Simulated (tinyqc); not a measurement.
Junction field-effect transistor with two gates, gradual channel with velocity saturation: two steps of the calculation.

A uniformly doped n-type channel, depleted from both sides by p+ gates; at channel potential V the depleted share of a is u = sqrt((Vbi - Vg + V)/Vp), s at the source. Electrons drift with v = mu E/(1 + mu E/vsat). Abrupt depletion edge, no series resistance, source at 0.

Task 1. The saturation point by Newton steps. a is the channel (half-)thickness, Vp its pinch-off voltage and Z = mu Vp/(vsat L); an iterate with u > 1 is an overshoot, not a physical state. f = (1 - u)(1 + Z (u^2 - s^2)) - Z F/3, F = 3 (u^2 - s^2) - 2 (u^3 - s^3); f' = -(1 + Z (u^2 - s^2)); u(new) = u - f/f'.

u at the start = 0.804
Z = 14.560222
s = 0.80382274

Give: f; f'; u after iteration 1.

Result 1.

f = 0.1960
f' = -1.004
u after iteration 1 = 0.9992

Task 2. Saturation voltage, current and transconductance. Vdsat = Vp (um^2 - s^2); Isat = (G0 Vp/Z)(1 - um), which is 2 q Nd vsat a W (1 - um); gm = G0 (um - s)/(1 + Z (um^2 - s^2)). For Z = 0: Vdsat = Vp (1 - s^2), Isat = (G0 Vp/3)(1 - 3 s^2 + 2 s^3), gm = G0 (1 - s).

um = 0.89623001
Vp = 2.5811303 V
G0 = 2248.8151 mS
Z = 14.560222
s = 0.80382274

Give: Vdsat; Isat; gm; Vdsat for Z = 0; Isat for Z = 0; gm for Z = 0.

Result 2.

Vdsat = 0.40549 V
Isat = 41.368 mA
gm = 63.214 mS
Vdsat for Z = 0 = 0.91338 V
Isat for Z = 0 = 194.17 mA
gm for Z = 0 = 441.17 mS

The current saturates with 10.4 % of the channel still open at the drain, at 0.213 of the constant-mobility current.

Computed by the program tinyqc: `OMP_NUM_THREADS=1 python tinyqc.py 2500017 2500018 out.jsonl`, one thread of a shared Intel Xeon 2.30GHz, about 0.06 s for the whole run.
